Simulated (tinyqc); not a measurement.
Changing the points N: equation-of-state fits to an energy-volume table made by a known binding curve. Computed by tinyqc, a small Python program. Command: `OMP_NUM_THREADS=1 python tinyqc.py 3006008 3006009 out.jsonl eosfit sweep`. One thread of a shared host (Intel(R) Xeon(R) Processor @ 2.30GHz), about 0.03 s of CPU time with the checks.

With x = (V/V_0)^(1/3), the energy per atom is E = -D [1 + eta (x - 1)] exp(-eta (x - 1)), so that B0 = D eta^2/(9 V_0) and B' = 1 + 2 eta/3. B' = dB/dP at P = 0.

Inputs (values chosen for the exercise, for a model crystal):
```
quantity,value,unit
cohesive energy D,4.85,eV/atom
true volume V_0,32.7,angstrom^3/atom
stiffness eta,7.5,-
half-width of the volume window w,0.06,-
shift of the window centre s,-0.029,-
compression V/V_0 for the pressure test,0.8,-
noise amplitude,0.15,meV
```

Binding curve: universal binding. Noise: added.

numbers xi_j, drawn evenly from -1 to 1: [0.7511, 0.9488, 0.0754, -0.3202, 0.7525, -0.9252, 0.4181, 0.7140, 0.2073, -0.0138, -0.1924, 0.5115, -0.5967, 0.6126, -0.2431, -0.7644, 0.8138, 0.8046, 0.3491, -0.6404, 0.6896]

Constants: 1 eV/angstrom^3 = 160.2176634 GPa.

Method:
- B0 and B' from the formulas above; P = -dE/dV at V = c V_0 (c the compression chosen), from the curve itself.
- Table: V_j = V_0 [1 + s + w (2 j/(N - 1) - 1)], j = 0..N-1, rounded to 0.001; E_j from the curve plus the noise amplitude times the listed numbers xi_j (xi_0 first), rounded to 1e-7 eV.
- Third-order Birch-Murnaghan is a cubic in u = V^(-2/3): fit it by linear least squares, find the minimum, and take B0 = V E''(V), B' = -1 - V E'''/E'' there.
- Errors are fitted minus exact, relative; the pressure at c V_0 uses P = (3 B0/2) (x^7 - x^5) [1 + (3/4)(B' - 4)(x^2 - 1)], x = (V0/V)^(1/3) with the fitted values.

One run for each value:
```
points N,error of B0 (%),error of B' (%),root-mean-square residual (meV)
5,0.85870,-4.5946,0.003931
6,-0.30768,0.4931,0.073629
7,0.40453,-2.3531,0.075709
9,0.17258,-0.7100,0.075724
11,-0.28267,1.1667,0.069668
15,-0.18039,0.5874,0.072661
21,0.04003,-0.2941,0.082078
```

Describe and explain the trends.

Over the rows, error of B0 (%) lies between -0.308 and 0.859 without a single trend; error of B' (%) lies between -4.59 and 1.17 without a single trend; root-mean-square residual (meV) lies between 0.00393 and 0.0821 without a single trend. More points on the same window average the noise only as about N^(-1/2), and one draw of noise need not show even that.

Extremes, crossings and ranges named in words are read from the listed rows.
